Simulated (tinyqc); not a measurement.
A ladder of methods, and size consistency: correlation methods against full CI in the 6-311g basis, for H2, spin multiplicity 1. Computed by the program tinyqc with PySCF. All electrons correlated; +Q is the Davidson correction (1 - c0^2) E_corr. The last columns treat two copies 100 angstrom apart as one system. FCI is the lowest singlet.

Geometry (angstrom):
```
atom       x       y       z
H     0.0000  0.0000  0.0000
H     0.0000  0.0000  0.8540
```

RHF energy of one = -1.119663 hartree

Correlation energies (hartree):
```
method   E_corr of one  share of FCI (%)  E_corr of two at 100 angstrom  two minus twice one (mhartree)
MP2           -0.01895            67.344                       -0.03790                           0.000
CISD          -0.02814           100.000                       -0.05518                           1.088
CISD+Q        -0.02870           102.017                       -0.05727                           0.135
CCSD          -0.02814           100.000                       -0.05627                           0.000
CCSD(T)       -0.02814           100.000                       -0.05627                           0.000
FCI           -0.02814           100.000                              -                               -
```

What does the comparison show, and why?

MP2 recovers 67 %, CISD 100.0 % and CCSD 100.0 % of the FCI value (c0^2 = 0.980 in CISD). MP2 and coupled cluster are size consistent, so their last column vanishes; CISD loses 1.09 mhartree, since a double excitation on each copy is a quadruple of the pair, and the Davidson correction leaves +0.14. With two electrons, or one virtual orbital, CISD and CCSD are exact for one copy, so +Q overshoots there.
